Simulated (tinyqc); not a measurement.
Comparisons within one model: fitting sp3s* parameters to three gaps by Newton steps. A value that a table varies takes the place of the one given here.

sp3s* tight binding, nearest neighbours only: anion (a) at 0, cation (c) at a/4 (1,1,1), orbitals s, px, py, pz, s* on each; k in units of 2 pi/a. With phases e_j = exp(i (pi/2) k.n_j) for n = (1,1,1), (1,-1,-1), (-1,1,-1), (-1,-1,1): g0 = (e1+e2+e3+e4)/4, g1 = (e1+e2-e3-e4)/4, g2 = (e1-e2+e3-e4)/4, g3 = (e1-e2-e3+e4)/4. The diagonal holds the levels Esa, Epa, Exa (s*) and Esc, Epc, Exc. Anion-cation block: <sa|sc> = Vss g0; <sa|xc> = Vsapc g1; <xa|sc> = -Vscpa g1; <xa|xc> = Vxx g0; <xa|yc> = <ya|xc> = Vxy g3, <xa|zc> = <za|xc> = Vxy g2, <ya|zc> = <za|yc> = Vxy g1; <s*a|xc> = Vxapc g1; <xa|s*c> = -Vpaxc g1; y and z take g2 and g3 in place of g1; s-s* and s*-s* vanish.

Gaps are level 5 at Gamma, X = (1,0,0) and L = (1/2,1/2,1/2) less level 4 at Gamma; no spin-orbit coupling. Free parameters: Esc, Vxapc and Vpaxc. H is linear in them, so by Hellmann-Feynman J_ij = <u|dH/dp_j|u> for level 5 at point i less the same for level 4 at Gamma. Newton: p(new) = p + J^-1 (target - gaps); stop when all misses are below 1e-7 eV.

Constants: hbar^2/2m0 = 3.80998211 eV angstrom^2.

Parameters, chosen for this exercise (out of a larger set: near a published set for GaSb, fitted to gaps, whose masses and valley positions are rough; not measured data):
```
symbol  value                                                                                        unit      meaning
p       (-7.342, 0.852, -3.9, 2.91, 6.635, 5.974, -6.158, 1.577, 4.131, 4.975, 4.676, 5.009, 4.214)  eV        start, order Esa, Epa, Esc, Epc, Exa, Exc, Vss, Vxx, Vxy, Vsapc, Vscpa, Vxapc, Vpaxc
tg      (0.6338, 1.062, 0.8272)                                                                      eV        target gaps at Gamma, X, L
a       6.095                                                                                        angstrom  lattice constant
```

## Equal gaps, different models

The same three targets are met with other triples of free parameters (those for which Newton converges within 3 eV of the start). Not fitted: level 5 at K = (3/4,3/4,0) above Ev, the spacing of levels 6 and 5 at X, the depth of level 2 at X below Ev, the valence width at Gamma, and the mass c q^2/(E(q) - E(0)) of level 5 along [100], q = 0.002 (2 pi/a), c = hbar^2/2m0.

Unfitted results:
```
free parameters    largest change (eV)  K (eV)  X spacing (eV)  level 2 at X (eV)  valence width (eV)  mass (m0)
start                            0.000   1.139           0.088              7.173              12.013     0.0647
Esc, Vxapc, Vpaxc                0.224   0.996           0.067              7.345              12.096     0.0519
Vss, Vsapc, Vpaxc                0.256   1.013           0.139              7.199              11.872     0.0532
Esa, Vxapc, Vscpa                0.394   1.014           0.143              7.066              12.266     0.0535
Esc, Vsapc, Exc                  0.263   1.028           0.234              7.312              12.096     0.0536
```

What can be read from the table?

All fitted rows have the same three gaps, yet they spread by 32 meV at K, 167 meV in the X spacing, 279 meV in level 2 at X, 394 meV in the valence width and 3.3 % in the mass. The smallest change of parameters, 0.224 eV, is that of Esc, Vxapc, Vpaxc. A fit fixes what it was given and leaves the rest to the choice of free parameters.

## How errors in the targets pass to the parameters

J:
```
           Esc     Vxapc     Vpaxc
Gamma  0.63458   0.00000   0.00000
X      0.00000  -0.84194   0.00000
L      0.34669  -0.20701  -0.18637
```

The gaps at Gamma, X and L of an sp3s* model are fitted with Esc, Vxapc and Vpaxc; J holds the derivatives of the gaps by these parameters at the start. The change of each parameter for +10 meV on one target is 10 J^-1, in meV.

Shifts (meV):
```
target raised   Esc  Vxapc  Vpaxc
Gamma          15.8    0.0   29.3
X               0.0  -11.9   13.2
L               0.0    0.0  -53.7
```

root sum of squares (meV): Esc 15.8, Vxapc 11.9, Vpaxc 62.5

How do the results move?

Independent errors of 10 meV leave Vpaxc least certain (63 meV) and Vxapc best fixed (11.9 meV). The largest single entry, 54 meV, comes from the target at L.

tinyqc: `OMP_NUM_THREADS=1 python tinyqc.py 1481942 1481943 out.jsonl`; about 0.3 s, one thread, shared Intel(R) Xeon(R) Processor @ 2.30GHz.
